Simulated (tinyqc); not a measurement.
Worked calculation: coherent transport through a tight-binding region between two chains. Computed by tinyqc, a small Python program that keeps every step. Settings: temperature = 4, mu = 0.28. Command: `OMP_NUM_THREADS=1 python tinyqc.py 29575 29576 out.jsonl` (the two numbers bound the seeds that draw the settings). One thread of a shared host (Intel(R) Xeon(R) Processor @ 2.60GHz), about 0.08 s of CPU time with the checks.

## Transmission at E = 0.9 eV

H of the central region (eV), lower triangle:
```
          1         2         3         4         5        6
1   0.00000
2  -1.31000   0.00000
3   0.00000  -0.77000   0.00000
4   0.00000   0.00000  -1.27000   0.00000
5   0.00000   0.00000   0.00000  -1.52000   0.00000
6   0.00000   0.00000   0.00000   0.00000  -0.30000  0.00000
```

Leads: semi-infinite chains with site energy 0:
```
parameter                           value
lead hopping t (eV)              2.640000
coupling to the left lead (eV)   0.340000
coupling to the right lead (eV)  1.210000
left contact site                       1
right contact site                      6
```

E = 0.90000 eV

Surface Green function g = (E - i sqrt(4 t^2 - E^2)) / (2 t^2); self-energy tc^2 g on each contact site; G = (E - H - Sigma)^(-1); Gamma = -2 Im Sigma; T = Gamma_L Gamma_R |G_LR|^2; local density of states -Im G_ii / pi.

g = 0.06457-0.37324i 1/eV

G (1/eV), lower triangle:
```
                   1                  2                  3                  4
1  -0.46018-0.02686i
2   1.07601+0.03346i  -0.73201-0.05824i
3  -0.47476+0.00659i   0.32369+0.01115i   0.42938-0.02424i
4  -0.31594-0.02496i   0.21443+0.02741i   0.28687+0.01042i  -0.33330-0.02401i
5   0.58374+0.00927i  -0.39741-0.02554i  -0.52861+0.01408i   0.61556+0.00550i
6  -0.15049+0.09865i   0.10578-0.06225i   0.13239-0.09506i  -0.15795+0.10511i

                   5                 6
5   0.07719-0.01503i
6  -0.01709+0.01719i  0.85157-0.58414i
```

local density of states (1/eV): 0.00855  0.01854  0.00772  0.00764  0.00478  0.18594

transmission = 0.00305

## Transmission across the band

The same steps on a grid of energies.

T(E):
```
E (eV)             T
-5.0160000  2.79e-11
-4.5144000  3.13e-10
-4.0128000  2.47e-09
-3.5112000  2.24e-08
-3.0096000  3.07e-07
-2.5080000  1.18e-05
-2.0064000   0.00280
-1.5048000   0.00949
-1.0032000   0.00348
-0.5016000   0.00645
0.0000000    0.41571
0.5016000    0.00645
1.0032000    0.00348
1.5048000    0.00949
2.0064000    0.00280
2.5080000   1.18e-05
3.0096000   3.07e-07
3.5112000   2.24e-08
4.0128000   2.47e-09
4.5144000   3.13e-10
5.0160000   2.79e-11
```

levels of the isolated region (eV): -2.10322  -1.36698  -0.17360  0.17360  1.36698  2.10322

## Current

I = (2e/h) int T(E) [f(E - mu - V/2) - f(E - mu + V/2)] dE at 4 K with mu = 0.28 eV, the bias not changing H; 2e^2/h = 77.48092 microsiemens; the integral runs over the band on 4001 points.

Current:
```
V (volt)  I (microampere)
0.01000           0.01644
0.05000           0.08585
0.10000           0.17472
0.20000           0.38570
0.40000           1.21932
0.80000           5.55885
```
